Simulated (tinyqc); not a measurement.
Transit time and capacitance from two cut-off frequencies.

Question. 1/(2 pi fT) = tauF + Vt C/JC, C the sum of the junction capacitances per area. Find C, tauF and the limit of fT at high current.

Inputs (values chosen for the exercise): temperature T = 400 K.

Constants: q = 1.602176634e-19 C, kB = 1.380649e-23 J/K, Vt = kB T/q. Results are converted to the units shown.

JC (mA/um^2): [0.016, 0.2]
fT (GHz): [8.2827829, 35.298641]

Solution. The delay is a straight line in 1/JC with slope Vt C and intercept tauF.

C = 7.420 fF/um^2
tauF = 3.230 ps
limit of fT = 49.27 GHz

tinyqc, about 0.01 s, one thread, Intel Xeon 2.30GHz (shared host): `OMP_NUM_THREADS=1 python tinyqc.py 2320063 2320064 out.jsonl`
